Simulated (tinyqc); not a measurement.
# Length offset and series resistance from crossing lines

Problem. R_total = Rs + k (L - dL)/Vo with constant Rs, dL and k. Find k, dL and Rs.

R_total at (L, Vo) = (90, 0.45), (180, 0.45), (90, 0.79) and (180, 0.79), L in nm and Vo in V (ohm um): [362.26667, 602.26667, 279.51899, 416.22785]

Answer. At each overdrive R is a straight line in L with slope k/Vo; the two lines cross at L = dL, R = Rs.

k = 1.20 ohm um V/nm
dL = 17.9 nm
Rs = 170 ohm um

Numbers from tinyqc (`OMP_NUM_THREADS=1 python tinyqc.py 2282225 2282226 out.jsonl`; about 0.04 s on one thread of a shared Intel Xeon 2.30GHz).
